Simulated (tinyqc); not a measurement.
Comparisons within one model: round or elliptic silicon nanowire with anisotropic valleys (Ritz method). A value that a table varies takes the place of the one given here.

Wire along x = [110] on a (001) wafer, y = [-110], z = [001]. Valley groups (w = inverse masses): A, two valleys along z: w_y = 1/mt, w_z = 1/ml, m_x = mt; B, four valleys in the wafer plane: w_y = (1/ml + 1/mt)/2, w_z = 1/mt, m_x = (ml + mt)/2.

Hard wall on the ellipse (y/a)^2 + (z/b)^2 = 1, c = hbar^2/2m0. With u = y/a, v = z/b the operator is -c [(w_y/a^2) d2/du2 + (w_z/b^2) d2/dv2] on the unit disc. Basis (1 - u^2 - v^2) u^i v^j; S, X and Y are the disc integrals of f f', (df/du)(df'/du) and (df/dv)(df'/dv), from the integral of u^p v^q = 2 Gamma((p+1)/2) Gamma((q+1)/2)/((p + q + 2) Gamma((p+q+2)/2)) for even p, q; H = c (w_y X/a^2 + w_z Y/b^2).

Converged values use 21 functions of each parity class (e or o in u, then in v).

Constants: hbar^2/2m0 = 3.80998211 eV angstrom^2.

Values chosen for the exercise (near those of a Si nanowire; shifted at random, so the results belong to these values and not to a real crystal):
```
symbol  value                              unit      meaning
ml      0.932                              m0        longitudinal mass
mt      0.193                              m0        transverse mass
a       36                                 angstrom  semi-axis along y
b       36                                 angstrom  semi-axis along z
asp     (0.4, 0.6, 0.8, 1, 1.3, 1.8, 2.5)            ratios a/b
area    40.7                               nm^2      cross-section, kept fixed
hw      3                                            height over mean width
```

## Size of the basis

Lowest level of each group with 1, 3, 6 and 21 even functions.

Levels (meV):
```
functions      A      B
1          55.16  73.28
3          52.31  70.52
6          52.26  70.51
21         52.26  70.51
```

One function errs by 5.5 % for A and 3.9 % for B, six by 0.0003 and 2e-05 meV. The error grows with the axis ratio of the stretched ellipse (2.20, 1.29); for a circle it is 6/5.783 - 1 = 3.7 %.

## Flattening the wire at fixed area

a = sqrt(area x ratio/pi), b = a/ratio, 1 nm^2 = 100 angstrom^2; lowest level of each group.

Levels (eV):
```
a/b  a (angstrom)  b (angstrom)       A       B
0.4          22.8          56.9  0.1060  0.0831
0.6          27.9          46.5  0.0754  0.0706
0.8          32.2          40.2  0.0606  0.0685
1.0          36.0          36.0  0.0523  0.0705
1.3          41.0          31.6  0.0454  0.0772
1.8          48.3          26.8  0.0409  0.0923
2.5          56.9          22.8  0.0404  0.1164
```

Each group is lowest where its stretched ellipse is a circle, at a/b = sqrt(w_y/w_z): 2.20 for A and 0.78 for B. The lowest group is B in the first row and A in the last, crossing between a/b = 0.6 and 0.8; B - A is -23 meV in the first row and +76 meV in the last.

## Shape of the cross-section

Equal area, hard walls, lowest level of -c (w_y d2/dy2 + w_z d2/dz2), c = hbar^2/2m0. Rectangle W x H with H/W = hw; ellipse with b/a = hw; trapezoid of height H, base W/0.8 and top 0.6 of the base; isosceles triangle of height H and base 2W. Ellipse, trapezoid and triangle by converged Ritz bases; 1 nm^2 = 100 angstrom^2.

Levels:
```
shape      A (eV)  B (eV)  B - A (meV)
rectangle  0.1469  0.1026        -44.3
ellipse    0.1246  0.0926        -32.0
trapezoid  0.1242  0.1004        -23.8
triangle   0.0747  0.0878         13.1
```

W = 36.8 angstrom
H = 110.5 angstrom

For group A the order is triangle, trapezoid, ellipse, rectangle, spanning 97 %. For group B the order is triangle, ellipse, trapezoid, rectangle, spanning 17 %. The ellipse lies below the rectangle for both groups, since corners hold little of the wave function. The triangle is lowest for A, whose light mass lies across the width and gains from the wide base. The spacing B - A of the valley groups runs from -44 to 13 meV.

## What each parameter does

Lowest level of groups A and B. Each row changes one parameter from the base and keeps the others.

Results:
```
case             A (eV)  B (eV)  B - A (meV)
base             0.0523  0.0705         18.2
a = 34 angstrom  0.0574  0.0738         16.4
b = 34 angstrom  0.0535  0.0758         22.3
ml = 1.044 m0    0.0512  0.0700         18.8
mt = 0.212 m0    0.0485  0.0646         16.1
```

The largest shifts from the base row, up to three for each result and ties (the steps differ in size, so this ranks the rows, not the parameters). A (eV): a +0.0051, mt -0.0038, b +0.0012. B (eV): mt -0.0059, b +0.0053, a +0.0033. B - A (meV): b +4.0, mt -2.1, a -1.8.

tinyqc: `OMP_NUM_THREADS=1 python tinyqc.py 1281845 1281846 out.jsonl`; about 0.08 s, one thread, shared Intel(R) Xeon(R) Processor @ 2.30GHz.
